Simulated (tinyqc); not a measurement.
# Energy and delay of logic against supply voltage, step by step

Computed by the program tinyqc: `OMP_NUM_THREADS=1 python tinyqc.py 2082190 2082191 out.jsonl`, one thread of a shared Intel Xeon 2.30GHz, about 0.01 s for the whole run. Printed values are rounded.

One expression serves below and above threshold: I(Vg) = Ik [ln(1 + exp((Vg - VT + dd V)/(al nf Vt)))]^al, with I_on = I(V) and I_off = I(0). Gate delay td = kd C V/I_on, clock period LD td. Per gate and cycle the switching energy is act C V^2 and the leakage energy I_off V LD td. No short-circuit current, no variation. Minima are sought above 0.09 V; below a few Vt gates no longer switch and the model has no meaning.

Values chosen for this exercise; values of the order met in logic technologies: temperature T = 300 K; threshold voltage at zero drain bias VT = 0.43 V; slope factor nf = 1.34; barrier lowering per volt of supply dd = 0.05; specific current of a gate Ik = 0.78 uA; exponent of the current law al = 1.46; load capacitance of a gate C = 1.7 fF; delay factor kd = 1; logic depth LD = 16; activity factor act = 0.3; supply voltage V = 0.83 V.

Constants: q = 1.602176634e-19 C, kB = 1.380649e-23 J/K, Vt = kB T/q. Results are converted to the units shown.

Range of the model: At a supply of a few Vt gates lose their noise margin, and variation, left out here, decides whether they work.

## Currents, delay and energies

I_on, I_off, td, clock frequency 1/(LD td), both energies and their sum.

I_on = 18.4474 uA
I_off = 0.0105055 nA
td = 76.4877 ps
clock frequency = 0.817125 GHz
switching energy = 351.339 aJ
leakage energy = 0.0106710 aJ
energy = 351.350 aJ

I_on/I_off = 1.76e6; leakage makes up 0.00304 % of the energy.

## Starting value

V = 0.18 V.

V at the start = 0.18 V

## Iteration 1: new V

Minimum-energy supply: E(V) is the energy per gate and cycle; with h = 0.001 V, E' = (E(V + h) - E(V - h))/(2 h), E'' = (E(V - h) - 2 E(V) + E(V + h))/h^2, V(new) = V - E'/E''.

E' = 97.0402 aJ/V
E'' = 2255.68 aJ/V^2
V after iteration 1 = 0.136980 V

## Iteration 2: new V

As before.

E' = 0.300435 aJ/V
E'' = 1966.73 aJ/V^2
V after iteration 2 = 0.136827 V

## Iteration 3: new V

As before.

E' = 3.90143e-4 aJ/V
E'' = 1961.91 aJ/V^2
V after iteration 3 = 0.136827 V

## Course of the iteration

Stop when the step is below 1e-9 V, or after 40 iterations.

Course of the iteration:
```
iteration  V before the step (V)   step (V)
1                           0.18    -0.0430
2                       0.136980   -1.53e-4
3                       0.136827   -1.99e-7
4                       0.136827  -1.51e-11
```

Converged in 4 iterations. There leakage makes up 50.7 % of the energy and the clock runs at 0.0538 MHz.
